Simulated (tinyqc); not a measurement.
Worked calculation: leakage through a gate insulator: direct, Fowler-Nordheim, trap-assisted and Poole-Frenkel currents. Computed by tinyqc, a small Python program that keeps every step. Command: `OMP_NUM_THREADS=1 python tinyqc.py 3026544 3026545 out.jsonl oxideleak walk`. One thread of a shared host (Intel(R) Xeon(R) Processor @ 2.30GHz), about 0.01 s of CPU time with the checks. Intermediate numbers are printed to about 7 digits and carried at full precision; extremes and crossings named in words are read from the listed rows.

Electrons enter from the cathode Fermi level at x = 0; the conduction band of the insulator lies phi_b - e F x above it, F = V/t. WKB exponents use a parabolic band with mass m.

Inputs (values chosen for the exercise, with an insulator like SiO2):
```
quantity                          value   unit
thickness t                         2.8     nm
barrier phi_b                      3.17     eV
tunnelling mass m                  0.46    m_0
static constant eps_ox             3.91      -
optical constant eps_opt            2.1      -
voltage across the insulator V      1.9      V
trap depth phi_t                    2.3     eV
trap density N_t                4.4e+18  cm^-3
attempt rate nu_0                 4e+12    1/s
activation of capture E_a          0.13     eV
temperature T                       200      K
```

Constants: hbar^2/(2 m_0) = 3.80998212 eV angstrom^2; e = 1.602176634e-19 C; hbar = 1.054571817e-34 J s; k_B = 8.617333262e-05 eV/K; eps_0 = 8.8541878128e-12 F/m.

## Field and tunnelling without traps

For a level a distance phi(x) below the band, the WKB exponent is 2 int kappa dx with kappa = sqrt(m phi/(hbar^2/2m_0)); for a linear barrier from phi_1 down to phi_2 = max(phi_1 - e F d, 0) it is G = (4/3) sqrt(m/(hbar^2/2m_0)) (phi_1^(3/2) - phi_2^(3/2))/(e F). J_tun = e^3 F^2/(16 pi^2 hbar m phi_b) x exp(-G) / [1 - sqrt(phi_2/phi_b)]^2 with the free-electron mass in the cathode (m in m_0), phi_2 = max(phi_b - e V, 0): direct tunnelling for e V < phi_b, Fowler-Nordheim above. Image forces, back-flow and the limit on supply are left out, so J_tun is overstated below about 0.5 V. Equivalent oxide thickness = 3.9 t/eps_ox.

field F = 6.785714 MV/cm

equivalent oxide thickness = 2.792839 nm

WKB exponent G = 28.76287

tunnelling current J_tun = 1.164939e-04 A/cm^2

The barrier is a trapezoid: direct tunnelling.

## One trap at several depths

A trap at depth x lies phi_t below the band. Capture: tunnel at the cathode Fermi level from 0 to x (G_in from phi_1 = phi_b), rate nu_0 exp(-G_in - E_c/k_B T) with E_c = E_a + max(phi_b - phi_t - e F x, 0), the last term being the height of the trap above the cathode Fermi level. Emission: tunnel from the trap level to the anode (G_out from phi_1 = phi_t over t - x), rate nu_0 exp(-G_out - E_a/k_B T). Re-emission to the cathode follows from detailed balance, rate_back = rate_in exp(dE/k_B T) with dE = phi_b - phi_t - e F x. Each trap passes R = rate_in rate_out/(rate_in + rate_back + rate_out) electrons per second; filling from the anode is left out. Depths: t times 0.08, 0.2, 0.32, 0.44, 0.56, 0.68, 0.8 and 0.92, rounded to 0.01 nm.

Rates:
```
x (nm)      G_in     G_out   E_c (eV)  rate in (1/s)  rate back (1/s)  rate out (1/s)       R (1/s)
0.22     2.68977  21.03565  0.8507143   9.927769e-11     1.438972e+08    1.550730e+00  1.069881e-18
0.56     6.71692  19.11180  0.6200000   1.152465e-06     2.564981e+06    1.061830e+01  4.770861e-12
0.90    10.58081  16.87759  0.3892857   1.575079e-02     5.382882e+04    9.916494e+01  2.896318e-05
1.23    14.16813  14.44870  0.1653571   1.914718e+02     1.489586e+03    1.125159e+03  7.677105e+01
1.57    17.68822  11.70421  0.1300000   4.408687e+01     5.266547e-04    1.750365e+04  4.397611e+01
1.90    20.92507   8.82463  0.1300000   1.732058e+00     4.710070e-11    3.116861e+05  1.732048e+00
2.24    24.06388   5.65106  0.1300000   7.505741e-02     3.134112e-18    7.446996e+06  7.505741e-02
2.58    26.99024   2.28060  0.1300000   4.022461e-03     2.579103e-25    2.166462e+08  4.022461e-03
```

The most effective of these traps sits at 1.23 nm, 44 % of the way; where rate back exceeds rate out, re-emission drains the trap, and elsewhere the slower forward step limits R.

## Trap-assisted current

J_TAT = e N_t int_0^t R dx by the midpoint rule on 400 intervals; the most effective depth is the midpoint with the largest R, rounded to 0.01 nm.

trap-assisted current J_TAT = 5.718277e-06 A/cm^2

most effective depth = 1.3 nm

## Poole-Frenkel bound

Poole-Frenkel emission over the lowered barrier of a charged trap: lowering sqrt(e F/(pi eps_opt eps_0)); J_PF = e N_t^(2/3) nu_0 exp(-(phi_t - lowering)/k_B T), one sheet of traps emitting with supply unlimited (an upper bound).

barrier lowering = 1.364250 eV

Poole-Frenkel bound J_PF = 4.527748e-18 A/cm^2

Caution: the film is too thin for the Poole-Frenkel picture (the lowering is a large part of the whole drop, or the traps are further apart than the film is thick), so J_PF is only nominal.

## Total without and with traps

J = J_tun + J_TAT (the Poole-Frenkel bound is not added); the ratio J/J_tun is the excess that stress-made traps add.

total current J = 1.222121e-04 A/cm^2

J/J_tun = 1.049087

## Against voltage

The formulas are those given above.

Currents:
```
V (V)  F (MV/cm)  J_tun (A/cm^2)  J_TAT (A/cm^2)  best depth (nm)
0.34     1.21429    1.187678e-06    5.129049e-24             1.34
0.68     2.42857    2.988903e-06    5.035513e-18             2.80
1.02     3.64286    7.805858e-06    3.497687e-11             2.39
1.36     4.85714    2.127748e-05    2.675241e-08             1.80
1.71     6.10714    6.296824e-05    1.534557e-06             1.42
2.05     7.32143    1.921908e-04    1.062663e-05             1.25
2.39     8.53571    6.330115e-04    2.343812e-05             1.20
2.74     9.78571    2.394744e-03    4.162437e-05             1.18
3.08    11.00000    9.836048e-03    7.430348e-05             1.14
```

Tunnelling without traps rules in every row. Over the range J_tun grows by 3.9 decades and J_TAT by 19.2. The highest rows may lie beyond breakdown. Below about 0.5 V the formula for J_tun, which has no back-flow, overstates the current.

## Against thickness at fixed field

The formulas are those given above.

Currents:
```
t (nm)     V (V)  J_tun (A/cm^2)  J_TAT (A/cm^2)
1.2     0.814286    2.473856e+03    1.989089e-07
1.6     1.085714    2.093286e+01    7.698672e-06
2.2     1.492857    3.319321e-02    7.893312e-06
3.0     2.035714    2.118107e-05    3.725725e-06
4.0     2.714286    1.897611e-08    1.313734e-07
5.5     3.732143    8.953374e-10    6.391191e-09
7.5     5.089286    8.953374e-10    6.340280e-09
10.0    6.785714    8.953374e-10    6.340287e-09
```

Between the first rows J_tun falls by 5.18 decades per nm. From t = phi_b/(e F) = 4.67 nm it stops changing, since a triangular barrier does not feel the thickness. J_TAT overtakes J_tun between 3 and 4 nm.

Checks made by the program: the WKB exponent by quadrature (relative difference below 1e-10); the integral with twice the points (relative difference 1e-04).
